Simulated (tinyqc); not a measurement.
Spin coating of a resist or spin-on film: centrifugal thinning, evaporation and the final thickness (Emslie and Meyerhofer models): one step, computed by the program tinyqc.

A Newtonian film stays uniform over the wafer; solvent and solids have the same density and the concentration is uniform through the thickness.

Question. Thinning without evaporation. dh/dt = -K h^3 gives h = h0/sqrt(1 + 2 K h0^2 t); for long times h = 1/sqrt(2 K t).

Inputs (values chosen for the exercise, of the order of those of a polymer resist in an ester solvent): starting thickness h0 = 300 micrometre; time t = 1.2 s.

flow constant K = 0.02620816 1/(micrometre^2 s)

Give: h(t) without evaporation; long-time form; time 1/(2 K h0^2).

Answer.

h(t) without evaporation = 3.987 micrometre

long-time form = 3.987 micrometre

time 1/(2 K h0^2) = 2.120e-04 s

The long-time form is within 0.0088 %: the starting thickness is forgotten.
